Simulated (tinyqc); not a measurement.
Worked calculation: CIS on RHF in the cc-pvdz basis, for He, spin multiplicity 1. Computed by tinyqc, a small Python program that keeps every step (integrals from PySCF). Settings: charge = 0, multiplicity = 1, basis = cc-pvdz, method = RHF, energy threshold = 1e-10, iteration cap = 61, orthogonalisation = canonical, start = Wolfsberg-Helmholz matrix, DIIS depth = 6. Command: `OMP_NUM_THREADS=1 python tinyqc.py 20341 20342 out.jsonl` (the two numbers bound the seeds that draw the settings). One thread of a shared host (Intel(R) Xeon(R) Processor @ 2.60GHz), about 0.04 s of CPU time with the checks. The early iterations of the SCF are left out here.

## One-electron integrals

Geometry (angstrom):
```
atom        x        y        z
He    0.00000  0.00000  0.00000
```

Basis cc-pvdz: exponents (1/bohr^2) and contraction coefficients of normalised primitives:
```
element  l (shell)  exponent  coefficient
He           s (1)  38.36000      0.04018
He           s (1)   5.77000      0.26137
He           s (1)   1.24000      0.79307
He           s (2)   0.29760      1.00000
He           p (3)   1.27500      1.00000
```

Overlap, kinetic and nuclear-attraction integrals over the contracted functions; the nuclear repulsion is the sum of Za Zb / Rab.

nuclear repulsion = 0 hartree

overlap S, order 1He 1s, 1He 2s, 1He 2px, 1He 2py, 1He 2pz:
```
[[1.00000, 0.63417, 0.00000, 0.00000, 0.00000],
 [0.63417, 1.00000, 0.00000, 0.00000, 0.00000],
 [0.00000, 0.00000, 1.00000, 0.00000, 0.00000],
 [0.00000, 0.00000, 0.00000, 1.00000, 0.00000],
 [0.00000, 0.00000, 0.00000, 0.00000, 1.00000]]
```

kinetic energy T (hartree), order 1He 1s, 1He 2s, 1He 2px, 1He 2py, 1He 2pz:
```
[[2.92243, 0.46666, 0.00000, 0.00000, 0.00000],
 [0.46666, 0.44640, 0.00000, 0.00000, 0.00000],
 [0.00000, 0.00000, 3.18750, 0.00000, 0.00000],
 [0.00000, 0.00000, 0.00000, 3.18750, 0.00000],
 [0.00000, 0.00000, 0.00000, 0.00000, 3.18750]]
```

nuclear attraction V (hartree), order 1He 1s, 1He 2s, 1He 2px, 1He 2py, 1He 2pz:
```
[[-4.80269, -2.01245, 0.00000, 0.00000, 0.00000],
 [-2.01245, -1.74107, 0.00000, 0.00000, 0.00000],
 [0.00000, 0.00000, -2.40250, 0.00000, 0.00000],
 [0.00000, 0.00000, 0.00000, -2.40250, 0.00000],
 [0.00000, 0.00000, 0.00000, 0.00000, -2.40250]]
```

core Hamiltonian H = T + V (hartree), order 1He 1s, 1He 2s, 1He 2px, 1He 2py, 1He 2pz:
```
[[-1.88025, -1.54579, 0.00000, 0.00000, 0.00000],
 [-1.54579, -1.29467, 0.00000, 0.00000, 0.00000],
 [0.00000, 0.00000, 0.78500, 0.00000, 0.00000],
 [0.00000, 0.00000, 0.00000, 0.78500, 0.00000],
 [0.00000, 0.00000, 0.00000, 0.00000, 0.78500]]
```

## Two-electron integrals

Functions are numbered as in S; the eight-fold symmetry (ij|kl) = (ji|kl) = (kl|ij) leaves the list below.

Two-electron integrals (ij|kl) in chemists' order, unique and non-zero (hartree):
```
(11|11) 1.54304   (21|11) 0.78498   (21|21) 0.42677   (22|11) 0.80346
(22|21) 0.47591   (22|22) 0.61556   (31|31) 0.17731   (32|31) 0.14252
(32|32) 0.13001   (33|11) 1.09980   (33|21) 0.62778   (33|22) 0.73440
(33|33) 1.04053   (41|41) 0.17731   (42|41) 0.14252   (42|42) 0.13001
(43|43) 0.06371   (44|11) 1.09980   (44|21) 0.62778   (44|22) 0.73440
(44|33) 0.91312   (44|44) 1.04053   (51|51) 0.17731   (52|51) 0.14252
(52|52) 0.13001   (53|53) 0.06371   (54|54) 0.06371   (55|11) 1.09980
(55|21) 0.62778   (55|22) 0.73440   (55|33) 0.91312   (55|44) 0.91312
(55|55) 1.04053
```

## Orthogonalisation

S = U s U^T; canonical form X = U s^(-1/2), so that X^T S X = 1. Each column of U has its largest component positive (the first on a tie).

eigenvalues of S: [0.36583, 1.00000, 1.00000, 1.00000, 1.63417]

X, order 1He 1s, 1He 2s, 1He 2px, 1He 2py, 1He 2pz:
```
[[1.16908, 0.00000, 0.00000, 0.00000, 0.55314],
 [-1.16908, 0.00000, 0.00000, 0.00000, 0.55314],
 [0.00000, 1.00000, 0.00000, 0.00000, 0.00000],
 [0.00000, 0.00000, 1.00000, 0.00000, 0.00000],
 [0.00000, 0.00000, 0.00000, 1.00000, 0.00000]]
```

Within a degenerate level the vectors are fixed only up to a rotation; this is one choice.

## Iteration 9 (converged): orbitals

converged F (hartree), order 1He 1s, 1He 2s, 1He 2px, 1He 2py, 1He 2pz:
```
[[-0.55043, -0.99987, 0.00000, 0.00000, 0.00000],
 [-0.99987, -0.42882, 0.00000, 0.00000, 0.00000],
 [0.00000, 0.00000, 2.52437, 0.00000, 0.00000],
 [0.00000, 0.00000, 0.00000, 2.52437, 0.00000],
 [0.00000, 0.00000, 0.00000, 0.00000, 2.52437]]
```

Diagonalise F' = X^T F X, C = X C', fill 1 alpha and 1 beta electrons from the bottom; D = 2 C_occ C_occ^T. Each column has its largest component positive (the first on a tie).

F' = X^T F X (hartree):
```
[[1.39476, 0.00000, 0.00000, 0.00000, -0.07864],
 [0.00000, 2.52437, 0.00000, 0.00000, 0.00000],
 [0.00000, 0.00000, 2.52437, 0.00000, 0.00000],
 [0.00000, 0.00000, 0.00000, 2.52437, 0.00000],
 [-0.07864, 0.00000, 0.00000, 0.00000, -0.91147]]
```

orbital energies (hartree): [-0.91415, 1.39744, 2.52437, 2.52437, 2.52437]

coefficients C, order 1He 1s, 1He 2s, 1He 2px, 1He 2py, 1He 2pz:
```
[[0.59262, -1.14957, 0.00000, 0.00000, 0.00000],
 [0.51303, 1.18723, 0.00000, 0.00000, 0.00000],
 [0.00000, 0.00000, 0.51089, 0.85965, 0.00000],
 [0.00000, 0.00000, 0.78625, -0.46727, -0.40431],
 [0.00000, 0.00000, 0.34756, -0.20656, 0.91462]]
```

D after iteration 9, order 1He 1s, 1He 2s, 1He 2px, 1He 2py, 1He 2pz:
```
[[0.70239, 0.60806, 0.00000, 0.00000, 0.00000],
 [0.60806, 0.52639, 0.00000, 0.00000, 0.00000],
 [0.00000, 0.00000, 0.00000, 0.00000, 0.00000],
 [0.00000, 0.00000, 0.00000, 0.00000, 0.00000],
 [0.00000, 0.00000, 0.00000, 0.00000, 0.00000]]
```

Within a degenerate level the vectors are fixed only up to a rotation; this is one choice.

## Convergence

Stop when the energy changes by less than 1e-10 hartree and every element of the error matrix X^T (F D S - S D F) X is below 3e-06.

Course of the cycle:
```
iteration  E (hartree)     change  largest element of the error matrix
1           -2.8026218          -                             4.66e-01
2           -2.8548284  -5.22e-02                             3.76e-02
3           -2.8551605  -3.32e-04                             1.56e-04
4           -2.8551605  -4.54e-09                             7.10e-05
5           -2.8551605  -6.87e-10                             4.59e-05
6           -2.8551605  -2.24e-10                             3.39e-05
7           -2.8551605  -1.00e-10                             2.69e-05
8           -2.8551605  -1.69e-10                             1.96e-08
9           -2.8551605  -8.88e-16                             2.84e-11
```

PySCF RHF in the same basis = -2.8551605 hartree

Converged in 9 iterations.

## Integrals over molecular orbitals

(pq|rs) = sum C_ip C_jq C_kr C_ls (ij|kl), one index at a time.

one-electron integrals over orbitals h = C^T H C (hartree):
```
[[-1.94101, 0.31645, 0.00000, 0.00000, 0.00000],
 [0.31645, -0.09024, 0.00000, 0.00000, 0.00000],
 [0.00000, 0.00000, 0.78500, 0.00000, 0.00000],
 [0.00000, 0.00000, 0.00000, 0.78500, 0.00000],
 [0.00000, 0.00000, 0.00000, 0.00000, 0.78500]]
```

Two-electron integrals over orbitals (pq|rs), unique and non-zero (hartree):
```
(11|11) 1.02686    (21|11) -0.31645   (21|21) 0.22751    (22|11) 0.85759
(22|21) -0.25520   (22|22) 0.76549    (31|31) 0.18315    (32|31) -0.02539
(32|32) 0.02853    (33|11) 0.96126    (33|21) -0.23048   (33|22) 0.77495
(33|33) 1.04053    (41|41) 0.18315    (42|41) -0.02539   (42|42) 0.02853
(43|43) 0.06371    (44|11) 0.96126    (44|21) -0.23048   (44|22) 0.77495
(44|33) 0.91312    (44|44) 1.04053    (51|51) 0.18315    (52|51) -0.02539
(52|52) 0.02853    (53|53) 0.06371    (54|54) 0.06371    (55|11) 0.96126
(55|21) -0.23048   (55|22) 0.77495    (55|33) 0.91312    (55|44) 0.91312
(55|55) 1.04053
```

## CIS matrix, singlets

A(ia,jb) = (e_a - e_i) d_ij d_ab + 2 (ia|jb) - (ij|ab).

CIS matrix A, singlet (hartree), order 1>2, 1>3, 1>4, 1>5:
```
[[1.90901, 0.00000, 0.00000, 0.00000],
 [0.00000, 2.84356, 0.00000, 0.00000],
 [0.00000, 0.00000, 2.84356, 0.00000],
 [0.00000, 0.00000, 0.00000, 2.84356]]
```

## CIS singlet states

dipole integrals <i|r|a> (bohr), order 1>2, 1>3, 1>4, 1>5:
```
[[0.00000, 0.00000, 0.00000],
 [0.24692, 0.38001, 0.16798],
 [0.41548, -0.22584, -0.09983],
 [0.00000, -0.19541, 0.44205]]
```

Diagonalise A (1 hartree = 27.211386 eV); each vector has its largest component positive (the first on a tie). The transition dipole is mu = sqrt2 sum c_ia <i|r|a>.

singlet excitation energies (eV): [51.94674, 77.37711, 77.37711, 77.37711]

lowest vectors, order 1>2, 1>3, 1>4, 1>5:
```
[[1.00000, 0.00000, 0.00000, 0.00000],
 [0.00000, 0.97929, -0.01817, -0.20162],
 [0.00000, 0.20232, 0.05291, 0.97789],
 [0.00000, 0.00710, 0.99843, -0.05549]]
```

oscillator strengths 2/3 w |mu|^2: [0.00000, 0.88564, 0.88564, 0.88564]

Within a degenerate level the vectors are fixed only up to a rotation; this is one choice.

## CIS matrix, triplets

A(ia,jb) = (e_a - e_i) d_ij d_ab - (ij|ab).

CIS matrix A, triplet (hartree), order 1>2, 1>3, 1>4, 1>5:
```
[[1.45400, 0.00000, 0.00000, 0.00000],
 [0.00000, 2.47726, 0.00000, 0.00000],
 [0.00000, 0.00000, 2.47726, 0.00000],
 [0.00000, 0.00000, 0.00000, 2.47726]]
```

## CIS triplet states

Diagonalise A (1 hartree = 27.211386 eV); each vector has its largest component positive (the first on a tie).

triplet excitation energies (eV): [39.56528, 67.40962, 67.40962, 67.40962]

lowest vectors, order 1>2, 1>3, 1>4, 1>5:
```
[[1.00000, 0.00000, 0.00000, 0.00000],
 [0.00000, 0.77578, -0.63045, 0.02635],
 [0.00000, 0.63064, 0.77607, 0.00132],
 [0.00000, -0.02128, 0.01559, 0.99965]]
```

Within a degenerate level the vectors are fixed only up to a rotation; this is one choice.
